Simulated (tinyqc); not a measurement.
# Ballistic conductance of a hard-wall wire of circular section by counting modes: conductance against size

Subband edges E_(l,s) = C (j_(l,s)/a)^2/m with j_(l,s) the s-th zero of the Bessel function J_l; levels with l > 0 count twice; C = hbar^2/(2 m0). Every mode transmits fully; spin gives the factor 2 in 2 q^2/h, valleys the factor gv.

G = (2 q^2/h) gv M; at zero temperature M counts the edges below Ef, at T it is the sum of degeneracy times f. The smooth (Sharvin) count is kF^2 A/(4 pi), kF = sqrt(m Ef/C), A = pi a^2, perimeter p = 2 pi a, and with the boundary term kF^2 A/(4 pi) - kF p/(4 pi). f = 1/(1 + exp((E_n - Ef)/Vt)).

Values chosen for this exercise:
- T = 4 K (temperature)
- m = 0.43 m0 (mass)
- gv = 2 (valleys)
- Ef = 0.251 eV (Fermi energy above the bulk band edge)

Constants: q = 1.602176634e-19 C, kB = 1.380649e-23 J/K, hbar = 1.054571817e-34 J s, h = 6.62607015e-34 J s, m0 = 9.1093837015e-31 kg, Vt = kB T/q, hbar^2/(2 m0) = 0.0380998212 eV nm^2. Results are converted to the units shown.

Conductance against size:
```
a (nm)  M at T = 0  M at T  smooth count  with boundary term  G (uS)
1.5              1   1.000         1.593              0.3311   155.0
2.2              1   1.000         3.428               1.576   155.0
2.9              3   3.000         5.956               3.516   464.9
3.5              6   6.000         8.676               5.730   929.8
4.2             10   10.00         12.49               8.958    1550
4.9             12   12.00         17.00               12.88    1860
5.6             17   17.00         22.21               17.50    2634
6.3             23   23.00         28.11               22.81    3564
7               29   29.23         34.70               28.81    4529
7.7             34   34.00         41.99               35.51    5269
8.4             42   42.00         49.97               42.90    6508
```

Read the table: what changes, and by how much?

The integer count climbs from 1 to 42 in steps, and G from 155 to 6510 uS. In the last row M at T is 16 % below the smooth count and 2.1 % below the count with the boundary term: hard walls push the wave away from the edge and cost modes. The largest gap between M at T and the integer count is 0.23.

tinyqc, about 0.04 s, one thread, Intel Xeon 2.30GHz (shared host): `OMP_NUM_THREADS=1 python tinyqc.py 2740046 2740047 out.jsonl`
